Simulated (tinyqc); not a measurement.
Ion-assisted plasma etching: sheath, surface coverage, synergy and aspect-ratio dependence: one step, computed by the program tinyqc. Command: `OMP_NUM_THREADS=1 python tinyqc.py 3026094 3026095 out.jsonl etch walk`. One thread of a shared host (Intel(R) Xeon(R) Processor @ 2.30GHz), about 0.04 s of CPU time with the checks.

Radicals adsorb on bare sites; ions remove covered sites with a high yield and bare sites by sputtering; a slow spontaneous reaction acts everywhere, walls included.

Problem. Open-field etch rate. Steady coverage: s G_n (1 - theta) = x Y G_i theta; removal flux = Y G_i theta + Y_p G_i (1 - theta) + k_c G_n; rate = flux/N, 1 cm/s = 6e8 nm/min. Lateral rate = k_c G_n/N; anisotropy = 1 - lateral/vertical; synergy = vertical/(ions alone + radicals alone), with ions alone Y_p G_i/N and radicals alone the lateral rate.

Inputs (values chosen for the exercise, close to those used for silicon in a halogen plasma):
```
quantity                                value    unit
gas temperature T_g                       350       K
sticking coefficient s                  0.098       -
radicals per removed unit x                 3       -
spontaneous reaction probability k_c  0.00041       -
solid density N                         5e+22  1/cm^3
```

Feature: long trench.

yield Y = 5.237016

sputter yield Y_p = 0.2997925

ion flux G_i = 2.323723e+16 1/(cm^2 s)

radical flux G_n = 1.065232e+17 1/(cm^2 s)

Give: coverage theta; vertical rate; lateral rate; anisotropy; synergy.

Solution.

coverage theta = 0.02780

vertical rate = 122.4 nm/min

lateral rate = 0.5241 nm/min

anisotropy = 0.9957

synergy = 1.455

The surface is nearly bare: radicals limit the ion-assisted part, and sputtering gives 66 % of the rate.
